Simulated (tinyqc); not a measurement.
## Scattering mobility, thermal velocity and mass from two apparent mobilities

Problem. 1/mu_app = 1/mu_0 + 1/mu_B with the ballistic mobility mu_B = vT L/(2 Vt) and vT = sqrt(2 kB T/(pi m)) (non-degenerate carriers); the mean free path is 2 Vt mu_0/vT. Find mu_0, vT, m and the mean free path.

Inputs (values chosen for the exercise):
- T = 300 K (temperature)

Constants: q = 1.602176634e-19 C, kB = 1.380649e-23 J/K, m0 = 9.1093837015e-31 kg, Vt = kB T/q. Results are converted to the units shown.

apparent mobility at L = 15 and 100 nm (cm^2/(V s)): [278.66194, 1548.2715]

Solution. 1/mu_app is linear in 1/L: the slope is 2 Vt/vT and the intercept 1/mu_0.

mu_0 = 7900 cm^2/(V s)
vT = 9.956e6 cm/s
m = 0.2920 m0
mean free path = 410.2 nm

tinyqc, about 0.01 s, one thread, Intel Xeon 2.30GHz (shared host): `OMP_NUM_THREADS=1 python tinyqc.py 2380118 2380119 out.jsonl`
